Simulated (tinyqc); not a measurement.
Thin-film optics by transfer matrices, step by step. Values are carried at full precision from step to step, so a last printed digit may differ when a step is redone from the rounded ones.

Indices N = n + i k. Snell: N0 sin(theta) = N_j sin(theta_j), with Im(N_j cos theta_j) >= 0. Admittance y_j = N_j cos theta_j for s and N_j/cos theta_j for p. Phase delta_j = 2 pi N_j cos theta_j d_j/lambda. Layer matrix [[cos delta, -i sin delta/y], [-i y sin delta, cos delta]], multiplied from the top down to M. (B, C) = M (1, y_sub); r = (y0 B - C)/(y0 B + C), R = |r|^2, T = 4 Re y0 Re y_sub/|y0 B + C|^2, absorbed in the films 1 - R - T.

Parameters, chosen for this exercise (indices near those of polySi, SiO2 on W; the results hold for these values, not for the real material):
```
symbol  value                  unit     meaning
lam     633                    nm       vacuum wavelength
n0      1                               ambient index
n       (3.968, 1.435, 3.659)           n of polySi, SiO2, substrate
k       (0.038, 0, 2.856)               k in the same order
d       (63.9, 6.3)            nm       thicknesses, top first
theta   75                     degrees  angle of incidence
pol     s                               polarisation
```

## Angles, admittances and phases

Form cos theta_j, y_j and delta_j.

cos theta_j: ambient 0.2588, film 1 0.9699+0.0006i, film 2 0.7395, substrate 0.9950+0.0211i

y_j: ambient 0.2588, film 1 3.8486+0.0392i, film 2 1.0612, substrate 3.5802+2.9188i

delta_j (rad): film 1 2.4411+0.0248i, film 2 0.0664

## Layer matrices and their product

Form each matrix and multiply from the top down.

matrix of film 1:
```
,1,2
1,-0.7648-0.0160i,-0.0066-0.1675i
2,-0.0479-2.4823i,-0.7648-0.0160i
```

matrix of film 2:
```
,1,2
1,0.9978,-0.0625i
2,-0.0704i,0.9978
```

M:
```
,1,2
1,-0.7749-0.0155i,-0.0076-0.1193i
2,-0.0489-2.4230i,-0.9182-0.0130i
```

Each matrix has determinant 1, and so has M.

## Reflection and transmission

Close the stack on the substrate.

B, C: -0.4539-0.4650i  -3.2983-5.1496i

r = -0.9475-0.0106i
R = 0.8979
T into the substrate = 0.0940
absorbed in the films = 0.0082

The bare substrate would reflect 0.8406.

## Ellipsometric angles

Ellipsometry: rho = tan(Psi) exp(i Delta) = -conj(r_p/r_s) with the r of the admittance formula, Delta in 0 to 360 degrees, so that a bare dielectric at small angles gives Delta = 180.

Repeat the steps for both polarisations.

r_s = -0.9475-0.0106i
r_p = -0.3828-0.0550i
Psi = 22.20 degrees
Delta = 172.47 degrees

## Checks

- R against the recursion of Airy sums from the substrate up: both 0.89785.

(tinyqc, `OMP_NUM_THREADS=1 python tinyqc.py 1652737 1652738 out.jsonl`, Intel(R) Xeon(R) Processor @ 2.30GHz, 1 thread, shared host, about 0.01 s.)
